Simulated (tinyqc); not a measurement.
Stretching all distances: RHF, UHF, MP2, CISD and CCSD against full CI in the sto-6g basis, for H2, spin multiplicity 1. Computed by the program tinyqc with PySCF. All coordinates are multiplied by the scale. c0^2 is the weight of the RHF determinant in the lowest singlet FCI state (UHF is spin-contaminated and may lie near states of higher spin) and n(LUMO) the first natural occupation beyond the occupied space.

Geometry (angstrom):
```
atom       x       y       z
H     0.0000  0.0000  0.0000
H     0.0000  0.0000  0.7250
```

Full CI energy (hartree) and errors against it (kcal/mol):
```
scale   distance 1-2 (angstrom)     E(FCI)      RHF      UHF      MP2    CISD    CCSD  <S^2> UHF    c0^2  n(LUMO)
0.9500                   0.6887  -1.144135  11.5633  11.5633   4.0232  0.0000  0.0000     0.0000  0.9895   0.0210
1.1100                   0.8047  -1.142154  14.8068  14.8068   5.5418  0.0000  0.0000     0.0000  0.9840   0.0319
1.2800                   0.9280  -1.123522  19.1333  19.1333   7.6579  0.0000  0.0000     0.0000  0.9756   0.0489
1.4400                   1.0440  -1.099267  24.1787  24.1787  10.2140  0.0000  0.0000     0.0000  0.9642   0.0716
1.6000                   1.1600  -1.073193  30.2985  30.2511  13.3941  0.0000  0.0000     0.0372  0.9486   0.1028
1.7700                   1.2833  -1.046426  38.0820  32.2353  17.5013  0.0000  0.0000     0.3680  0.9266   0.1469
1.9300                   1.3993  -1.023706  46.6396  29.3544  22.0263  0.0000  0.0000     0.5741  0.9002   0.1996
2.1000                   1.5225  -1.003091  56.9559  24.2456  27.3997  0.0000  0.0000     0.7198  0.8665   0.2671
2.2600                   1.6385  -0.987278  67.6189  19.0997  32.7542  0.0000  0.0000     0.8112  0.8305   0.3390
```

What does the comparison show, and why?

UHF parts from RHF first at scale 1.6 of those listed, where <S^2> leaves zero. The weight c0^2 goes from 0.99 to 0.83 and n(LUMO) from 0.02 to 0.34: static correlation grows as the bonds break into open-shell fragments. The spread of the error along the curve, which distorts its shape, is CISD 0.0, CCSD 0.0, UHF 20.7, MP2 28.7, RHF 56.1 kcal/mol. With two electrons CISD and CCSD are exact.
